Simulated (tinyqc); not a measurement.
# Worked calculation: MOSFET in saturation, small-signal circuit and noise

tinyqc, about 0.01 s, one thread, Intel Xeon 2.30GHz (shared host): `OMP_NUM_THREADS=1 python tinyqc.py 2150145 2150146 out.jsonl` Printed values are rounded.

Bias by the inversion coefficient IC = I/Ispec (charge-based model with velocity saturation; weak inversion below 0.1, strong above 10). Common-source circuit: gm, gds, Cgs, Cgd and Cj at the inner nodes, Rg in series with the gate; quasi-static, no source or drain resistance, no gate-body capacitance, no substrate network, no induced gate noise, so fmax is an upper estimate.

Parameters, values chosen for the exercise:
- T = 400 K (temperature)
- L = 350 nm (gate length)
- W = 10 um (total gate width)
- Cox = 2.07 uF/cm^2 (gate capacitance)
- mu = 270 cm^2/(V s) (mobility)
- n = 1.35 (slope factor)
- Ls = 10 nm (velocity-saturation length)
- sg = 0.013 (ratio gds/gm)
- Cov = 0.42 fF/um (overlap and fringe capacitance per side)
- Cj = 0.59 fF/um (drain junction capacitance)
- Rsh = 20 ohm (sheet resistance of the gate)
- Wf = 2 um (finger width)
- Rc = 200 ohm um (gate contact and vertical resistance)
- IC = 1.9 (inversion coefficient)
- gw = 0.14 (short-channel excess of the noise factor)
- Nt = 1.7e18 cm^-3 eV^-1 (oxide trap density)
- lt = 0.1 nm (tunnelling length into the oxide)
- ac = 1000 V s/C (Coulomb scattering coefficient)
- f = 0.9 GHz (signal frequency)

Constants: q = 1.602176634e-19 C, kB = 1.380649e-23 J/K, Vt = kB T/q. Results are converted to the units shown.

Range of the model: fmax exceeds 4 fT, where channel resistance and substrate losses, left out here, would cap it.

## Current, transconductance and gain

Ispec = 2 n mu Cox (W/L) Vt^2, lc = Ls/L, gms = [sqrt((lc IC + 1)^2 + 4 IC) - 1]/[2 + lc (lc IC + 1)], gm = gms Ispec/(n Vt), gds = sg gm.

Ispec = 51.2266 uA
I = 97.3306 uA
gms = 0.961286
gm = 1.05823 mS
gds = 0.0137570 mS
gm/I = 10.8726 1/V

gm/I is 50.6 % of its weak-inversion limit 1/(n Vt); without velocity saturation (lc = 0) gms would be 0.966.

## Capacitances, gate resistance and cut-off frequencies

qs = [sqrt(1 + 4 IC) - 1]/2, Cgs = Cox W L qs (2 qs + 3)/(3 (qs + 1)^2) + Cov W, Cgd = Cov W, Cd = Cj W, Rg = Rsh (Wf/L)/(12 Nf) + Rc/W with Nf = W/Wf fingers (not rounded) contacted at both ends. fT = gm/(2 pi (Cgs + Cgd)), fmax = fT/(2 sqrt(Rg (gds + 2 pi fT Cgd))).

Cgs = 33.9717 fF
Cgd = 4.2 fF
Cd = 5.9 fF
Rg = 21.9048 ohm
fT = 4.41225 GHz
fmax = 41.3111 GHz

Overlap and fringe make up 22.0 % of the gate capacitance; fmax is 9.36 times fT.

## Admittance matrix

Inner admittances at w = 2 pi f: y11 = i w (Cgs + Cgd), y12 = -i w Cgd, y21 = gm - i w Cgd, y22 = gds + i w (Cgd + Cd). Invert to Z, add Rg to Z11 and invert back to Y.

inner y (mS):
```
	1	2
1	0.00000+0.21586i	0.00000-0.02375i
2	1.05823-0.02375i	0.01376+0.05711i
```

Y with Rg (mS):
```
	1	2
1	0.00102+0.21585i	-0.00011-0.02375i
2	1.05810-0.02875i	0.01377+0.05766i
```

## Current gain and unilateral power gain

|h21| = |Y21/Y11|; U = |Y21 - Y12|^2/(4 [Re Y11 Re Y22 - Re Y12 Re Y21]). Extrapolated at 20 dB a decade: f |h21| and f sqrt(U).

|h21| = 4.90374
U = 2106.92
f |h21| = 4.41336 GHz
f sqrt(U) = 41.3111 GHz

f |h21| is 0.025 % above the formula for fT, and f sqrt(U) within 0.01 % of that for fmax.

## Noise at the gate

Channel noise Sid = 4 kB T gam n gm with gam = (1/2 + (2/3) qs)/(1 + qs) + gw lc IC, qs = [sqrt(1 + 4 IC) - 1]/2, lc = Ls/L (the last term an empirical rise with velocity saturation); at the gate, white noise Sw = Sid/gm^2 + 4 kB T Rg. Number fluctuation with correlated mobility: S(f) = K/f, K = q^2 Vt lt Nt/(W L Cox^2) (1 + ac mu Cox I/gm)^2, Vt in eV with Nt per eV. Corner fc = K/Sw. Full shot noise would be 2 q I.

gam = 0.589505
Sid = 1.86040e-23 A^2/Hz
Sid/(2 q I) = 0.596508
sqrt(Sw) = 4.13481 nV/Hz^0.5
K = 1.10875e-10 V^2
fc = 6.48518 MHz

The gate resistance gives 2.8 % of the white noise power.
